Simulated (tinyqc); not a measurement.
# Worked calculation: single-junction solar cell, detailed-balance limit

Program tinyqc, `OMP_NUM_THREADS=1 python tinyqc.py 2820034 2820035 out.jsonl`; Intel Xeon 2.30GHz, shared host, one thread, about 0.01 s. Printed values are rounded.

Every photon above the gap Eg makes one pair and none below is absorbed; carriers thermalise at T and move without loss. Jsc = q fs X Phi(Eg, Ts); the dark current is J0 = q ge Phi(Eg, T)/ERE with the Boltzmann factor exp(V/Vt). The efficiency is the electrical power over fs X sigma Ts^4.

Parameters, values chosen for the exercise: cell temperature T = 298 K; temperature of the black-body sun Ts = 7000 K; share of the hemisphere filled by the sun fs = 2.16e-5; concentration X = 100; external radiative efficiency ERE = 0.1; number of faces that emit ge = 1; band gap Eg = 0.98 eV.

Constants: q = 1.602176634e-19 C, kB = 1.380649e-23 J/K, h = 6.62607015e-34 J s, c = 299792458 m/s, Vt = kB T/q. Results are converted to the units shown.

Range of the model: Voc lies within a few Vt of the gap, where the Boltzmann form of the emission begins to fail.

## Photon flux of the source, term by term

Photon flux above E from a black body at temperature T into a hemisphere: Phi(E, T) = A sum_k exp(-k E/th)[E^2 th/k + 2 E th^2/k^2 + 2 th^3/k^3], k = 1, 2, ..., with th = kB T/q in eV and A = 2 pi q^3/(h^3 c^2). The first six terms at E = Eg, T = Ts are listed; the flux takes all.

th = 0.603213 eV
A = 9.88329e22 cm^-2 s^-1 eV^-3
terms k = 1..6 (eV^3): 0.341074  0.0202872  0.00220599  2.95505e-4  4.38668e-5  6.91716e-6
Phi(Eg, Ts) = 3.59668e22 cm^-2 s^-1

The first term, the Boltzmann limit, holds 93.7 % of the flux.

## Photocurrent, dark current and incident power

Photon flux above E from a black body at temperature T into a hemisphere: Phi(E, T) = A sum_k exp(-k E/th)[E^2 th/k + 2 E th^2/k^2 + 2 th^3/k^3], k = 1, 2, ..., with th = kB T/q in eV and A = 2 pi q^3/(h^3 c^2). Jsc = q fs X Phi(Eg, Ts), J0 = q ge Phi(Eg, T)/ERE. Pin = fs X sigma Ts^4, sigma = 2 pi^5 kB^4/(15 h^3 c^2).

Jsc = 12447.0 mA/cm^2
J0 = 1.09809e-10 mA/cm^2
Pin = 29407.5 mW/cm^2

## Iteration 1: maximum power point by substitution

v at the start = 0

v = Vmp/Vt solves (1 + v) exp(v) = 1 + Jsc/J0; v(new) = ln[(1 + Jsc/J0)/(1 + v)].

v after iteration 1 = 32.3615

## Iteration 2: maximum power point by substitution

As before.

v after iteration 2 = 28.8541

## Course of the iteration: maximum power point by substitution

Stop when v changes by less than 1e-10, or after 40 iterations.

Course of the iteration:
```
iteration        v  |change|
1          32.3615      32.4
2          28.8541      3.51
3          28.9652     0.111
4          28.9615   3.71e-3
5          28.9616   1.24e-4
6          28.9616   4.14e-6
7          28.9616   1.38e-7
8          28.9616   4.61e-9
9          28.9616  1.54e-10
10         28.9616  5.13e-12
```

Converged in 10 iterations. At the end each change is about 0.033 times the one before, with alternating sign: linear convergence.

## Voltages, fill factor and efficiency

v = 28.9616

Voc = Vt ln(1 + Jsc/J0), Vmp = v Vt, Jmp = Jsc - J0 (exp(v) - 1), FF = Vmp Jmp/(Voc Jsc), efficiency Vmp Jmp/Pin.

Voc = 0.831033 V
Eg/q - Voc = 0.148967 V
Vmp = 0.743724 V
Jmp = 12031.6 mA/cm^2
FF = 0.865070
efficiency = 30.4283 %

Of the voltage deficit, Vt ln(1/ERE) = 59.1 mV is due to non-radiative recombination.
